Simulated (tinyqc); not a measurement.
Thin-film transistor with exponential tail and deep states, accumulation layer: two steps of the calculation.

An undoped film in accumulation, thicker than the space-charge layer. With band bending psi the Fermi level lies E0 - psi below the band edge. Free electrons n = n0 exp(psi/Vt) carry the current; electrons in two exponential distributions of traps, a = a0 exp(psi/Va) and d = d0 exp(psi/Vp), do not. Linear regime, ohmic contacts, traps in equilibrium.

Parameters, values chosen for the exercise; values close to those of amorphous indium gallium zinc oxide:
```
symbol   value     unit                                        meaning
T          250        K                                    temperature
eps_r       10              relative permittivity of the semiconductor
Nc      4.5e18    cm^-3                     density of extended states
Nt      4.4e18    cm^-3                   total density of tail states
Tt         330        K         characteristic temperature of the tail
Nd      7.9e16    cm^-3                   total density of deep states
Td        1910        K  characteristic temperature of the deep states
E0        0.67       eV           bulk Fermi level below the band edge
Ci          12  nF/cm^2                               gate capacitance
Vg          21        V                   gate voltage above flat band
```

Constants: q = 1.602176634e-19 C, kB = 1.380649e-23 J/K, Vt = kB T/q, eps0 = 8.8541878128e-14 F/cm where lengths are in cm. Results are converted to the units shown.

Task 1. Bulk densities. Va = kB Tt/q, Vp = kB Td/q; n0 = Nc exp(-E0/Vt), a0 = Nt th(T/Tt) exp(-E0/Va), d0 = Nd th(T/Td) exp(-E0/Vp), th(x) = pi x/sin(pi x).

Find: Va; Vp; th(T/Tt); n0; a0; d0.

Result 1.

Va = 0.028437 V
Vp = 0.16459 V
th(T/Tt) = 3.4489
n0 = 1.4015e5 cm^-3
a0 = 8.8890e8 cm^-3
d0 = 1.3869e15 cm^-3

Task 2. Surface potential by Newton steps. Va = kB Tt/q, Vp = kB Td/q. G(psi) = sum over the three kinds of c0 [V (exp(psi/V) - 1) - psi], field F = sqrt(2 q G/(eps0 eps_r)); Vg = psi + eps0 eps_r F/Ci at the surface. f = psi + eps0 eps_r F/Ci - Vg, f' = 1 + q rho/(Ci F) with rho = sum c0 (exp(psi/V) - 1); psi(new) = psi - f/f'.

psi after iteration 1 = 0.64939008 V
n0 = 1.4015448e5 cm^-3
a0 = 8.8889994e8 cm^-3
d0 = 1.3869331e15 cm^-3

Wanted: F; f; f'; psi after iteration 2.

Result 2.

F = 304.96 kV/cm
f = 2.1506 V
f' = 401.62
psi after iteration 2 = 0.64404 V

Computed by the program tinyqc: `OMP_NUM_THREADS=1 python tinyqc.py 2610021 2610022 out.jsonl`, one thread of a shared Intel Xeon 2.30GHz, about 0.02 s for the whole run.
